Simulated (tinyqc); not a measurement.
Inside a calculation. Model: Keating valence-force model of a tetrahedral crystal. Computed by tinyqc, a small Python program that keeps every step. Command: `OMP_NUM_THREADS=1 python tinyqc.py 3003890 3003891 out.jsonl keating walk`. One thread of a shared host (Intel(R) Xeon(R) Processor @ 2.30GHz), about 0.02 s of CPU time with the checks. Intermediate numbers are printed to about 5 digits and carried at full precision; extremes and crossings named in words are read from the listed rows.

Atom A sits at 0 and atom B at a/4 (1,1,1) of an fcc lattice; the four bonds from A are t = a/4 (1,1,1), a/4 (1,-1,-1), a/4 (-1,1,-1), a/4 (-1,-1,1), of length d = sqrt(3) a/4. Energy: E = (3 alpha/(8 d^2)) sum over bonds (r.r - d^2)^2 + (3 beta/(8 d^2)) sum over pairs of bonds at one atom (r_i.r_j + d^2/3)^2, with beta_A for the six pairs at A and beta_B for the six at B. The cell holds two atoms, Omega = a^3/4. 1 N/m = 1 J/m^2. With constants fitted to the elastic moduli this model puts optical and zone-boundary frequencies of real crystals too high, by up to about 20 % in elemental crystals and up to about 50 % in compounds, and mostly by more for TA modes; in compounds the lattice part of the static dielectric constant then comes out too low.

Inputs (values chosen for the exercise, modelled on cubic silicon carbide): lattice constant a = 4.36 angstrom; mass M_A = 28.086 u; mass M_B = 12.011 u; bond stretching alpha = 83.6 N/m; bond bending beta_A = 30.9 N/m; bond bending beta_B = 25.5 N/m; Born charge Z* = 2.68 e; eps_inf = 6.4; mesh divisions n = 4; temperature T = 150 K.

Structure: zinc blende.

wave vector q (2 pi/a): [0.17, 0.27, 0.22]

Constants: 1 eV/angstrom^2 = 16.02176634 J/m^2; nu for 1 eV/(angstrom^2 u) = 15.6333042 THz; 1 THz = 33.35640952 1/cm; e^2/(4 pi eps_0) = 14.39964548 eV angstrom; u = 1.6605390666e-27 kg; h x 1 THz = 4.135667696 meV; k_B = 8.617333262e-05 eV/K.

## Dynamical matrix at q

With displacements u exp(i q.r), each bracket changes by g.u, where g = (g_A, g_B): bond t, g = (-2 t, 2 t exp(i q.t)); pair (i, j) at A, g = (-(t_i + t_j), t_i exp(i q.t_j) + t_j exp(i q.t_i)); pair at B, g = (-t_i exp(-i q.t_j) - t_j exp(-i q.t_i), t_i + t_j). Then D_mn = sum over the 4 bonds and 12 pairs of (4 k/a^2) conj(g_m) g_n / sqrt(M_m M_n), with k = alpha or beta converted to eV/angstrom^2. Only the short-range forces enter; the Coulomb field of the charges is left out.

D(q) (eV/(angstrom^2 u)), rows A x, A y, A z, B x, B y, B z:
```
[[1.0095, 0.0216-0.0072i, 0.0184-0.0038i, -1.2570+0.0559i, 0.0769-0.2242i, 0.0613-0.2812i],
 [0.0216+0.0072i, 1.0269, 0.0271+0.0032i, 0.0769-0.2242i, -1.2570+0.0559i, 0.1013-0.1704i],
 [0.0184+0.0038i, 0.0271-0.0032i, 1.0163, 0.0613-0.2812i, 0.1013-0.1704i, -1.2570+0.0559i],
 [-1.2570-0.0559i, 0.0769+0.2242i, 0.0613+0.2812i, 2.3684, 0.0613+0.0204i, 0.0521+0.0109i],
 [0.0769+0.2242i, -1.2570-0.0559i, 0.1013+0.1704i, 0.0613-0.0204i, 2.4177, 0.0768-0.0089i],
 [0.0613+0.2812i, 0.1013+0.1704i, -1.2570-0.0559i, 0.0521-0.0109i, 0.0768+0.0089i, 2.3875]]
```

## Frequencies at q

Diagonalise the Hermitian matrix D. An eigenvalue lambda of D in eV/(angstrom^2 u) gives nu = 15.6333042 THz x sqrt(lambda). The weight on A is the sum of |e|^2 over the three components of atom A.

frequencies (THz): [5.624, 6.003, 10.096, 27.741, 27.883, 27.977]

weights on atom A: [0.71742, 0.72002, 0.76496, 0.25618, 0.27636, 0.26507]

The top mode has 27 % of its weight on A, the heavier atom.

## Elastic constants and internal strain

beta = (beta_A + beta_B)/2; C11 = (alpha + 3 beta)/a, C12 = (alpha - beta)/a, C44 = 4 alpha beta/(a (alpha + beta)); with the two sublattices clamped C44(0) = (alpha + beta)/a; internal-strain parameter zeta = (alpha - beta)/(alpha + beta); B = (C11 + 2 C12)/3.

C11 = 385.78 GPa

C12 = 127.06 GPa

C44 = 193.46 GPa

clamped C44(0) = 256.42 GPa

internal-strain parameter zeta = 0.49553

bulk modulus B = 213.30 GPa

Letting the sublattices shift lowers C44 by 25 %, which is zeta^2. A shear is shared between bond lengths and angles. The model fixes 2 C44 (C11 + C12)/((C11 - C12)(C11 + 3 C12)) = 1.000 whatever alpha and beta are.

## Optical mode at the zone centre

beta = (beta_A + beta_B)/2; mu = M_A M_B/(M_A + M_B); lambda = 4 (alpha + beta)/mu with the springs in eV/angstrom^2; nu = 15.6333042 THz x sqrt(lambda).

reduced mass mu = 8.4131 u

nu_TO at G = 28.475 THz

the same as a wavenumber = 949.83 1/cm

## LO-TO splitting

The long-range field adds 4 pi Z*^2 (e^2/(4 pi eps_0))/(eps_inf Omega mu) to lambda for the longitudinal mode at q -> 0; lambda = (nu/15.6333042 THz)^2; eps_0 = eps_inf (nu_LO/nu_TO)^2 (Lyddane-Sachs-Teller; here eps_0 is the static dielectric constant).

nu_LO at G = 33.099 THz

static dielectric constant = 8.6472

The splitting is 16.2 % of nu_TO, and the lattice adds 2.25 to the dielectric constant.

## Frequencies at the zone boundary

The formulas are those given above.

Frequencies (THz) at points given in 2 pi/a:
```
point                nu 1    nu 2    nu 3    nu 4    nu 5    nu 6
X (1, 0, 0)        12.644  12.644  17.271  25.514  25.514  26.925
L (0.5, 0.5, 0.5)   9.145   9.145  16.865  26.186  26.967  26.967
W (1, 0.5, 0)      13.441  14.317  15.585  23.832  25.715  28.056
K (0.75, 0.75, 0)  11.777  14.712  16.060  24.043  25.926  27.876
```

At X the two longitudinal modes are split (17.27 and 26.92 THz) because each moves one sublattice alone.

## Lowest frequency at X

Take the lowest frequency at X = (1, 0, 0) 2 pi/a, the transverse acoustic (TA) mode.

TA frequency at X = 12.644 THz

## Transverse acoustic branch against its sound line

The sound line is nu = v q/(2 pi) with v = sqrt(C44/rho), rho = (M_A + M_B)/Omega; the clamped line uses C44(0).

Frequencies (THz) along G-X; columns: (1) q (2 pi/a); (2) lowest branch; (3) sound line, relaxed C44; (4) sound line, clamped C44(0); (5) third-lowest frequency; (6) highest frequency:
```
(1)      (2)     (3)     (4)     (5)     (6)
0.05   0.889   0.890   1.024   1.256  28.471
0.15   2.656   2.669   3.073   3.745  28.432
0.30   5.233   5.339   6.147   7.340  28.297
0.45   7.638   8.008   9.220  10.638  28.058
0.60   9.756  10.678  12.293  13.479  27.716
0.75  11.428  13.347  15.366  15.680  27.317
0.90  12.440  16.017  18.440  17.003  26.998
1.00  12.644  17.796  20.489  17.271  26.925
```

At small q the branch follows the relaxed line (0.999 of it, against 0.868 of the clamped one): in a long shear wave the sublattices shift against each other. At X it reaches 71 % of the relaxed line. Real tetrahedral semiconductors have flatter TA branches than a Keating model fitted to their elastic constants, which needs longer-ranged terms to mend.

## Thermal sums on a mesh

Mesh: q = sum_i (m_i + 1/2)/n b_i, m_i = 0..n-1, with b = [[-1, 1, 1], [1, -1, 1], [1, 1, -1]] in 2 pi/a; sums over the six modes are averaged over the n^3 points and halved, per atom. With x = h nu/(k_B T) and n = 1/(exp(x) - 1) for each mode: F = k_B T [x/2 + ln(1 - exp(-x))], U = k_B T x (n + 1/2), S/k_B = x n - ln(1 - exp(-x)), C/k_B = x^2 n (n + 1). The acoustic share counts the three lowest modes at each q; zero-point energy = sum h nu/2.

free energy F = 118.71 meV/atom

entropy S = 0.23665 k_B/atom

heat capacity C = 0.56980 k_B/atom

acoustic share of C = 0.96079

zero-point energy = 119.52 meV/atom

C is 19 % of the classical value; the optical modes are still largely frozen out.

Checks made by the program: slopes of the acoustic branches along [110] against C11, C12 and the relaxed C44 (relative difference 1e-06); zone-centre optical mode against D(q = 0) (relative difference below 1e-10); longitudinal modes at X against the diagonal of D (relative difference below 1e-10).
